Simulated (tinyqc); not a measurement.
Sputter depth profiling of a dopant layer: erosion rate, quantification and the mixing-roughness response: one step, computed by the program tinyqc. Command: `OMP_NUM_THREADS=1 python tinyqc.py 3027554 3027555 out.jsonl sims walk`. One thread of a shared host (Intel(R) Xeon(R) Processor @ 2.30GHz), about 0.01 s of CPU time with the checks.

A rastered ion beam erodes silicon (49.94 atoms per nm^3). The measured profile is the true one convolved with a depth response.

Question. Erosion and sensitivity. Scaling chosen for the exercise: yield Y = Y1 E^0.5, mixing length w = w1 E^0.5 (E in keV). Erosion rate = Y I/(e x raster^2 x density); depth step = rate x counting time; concentration = RSF x counts/matrix counts; detection limit = RSF x 3 sqrt(background x time)/(matrix rate x time).

Inputs (values chosen for the exercise, modelled on a dopant in silicon under an oxygen or caesium beam):

| quantity | value | unit |
|---|---|---|
| beam energy E | 1.8 | keV |
| beam current | 150 | nA |
| raster side | 400 | um |
| sputter yield at 1 keV | 0.59 | - |
| mixing length at 1 keV | 1.2 | nm |
| relative sensitivity factor RSF | 6.3e+20 | 1/cm^3 |
| matrix count rate | 1e+06 | 1/s |
| background count rate | 3.7 | 1/s |
| counting time per point | 1 | s |

True profile: delta layer.

Constants: e = 1.602176634e-19 C.

Give: yield Y; mixing length w; erosion rate; depth step; detection limit.

Answer.

yield Y = 0.7916

mixing length w = 1.610 nm

erosion rate = 0.09275 nm/s

depth step = 0.09275 nm

detection limit = 3.635e+15 1/cm^3

Caution: with so few background counts Poisson statistics, not 3 sqrt(N), set the true limit.
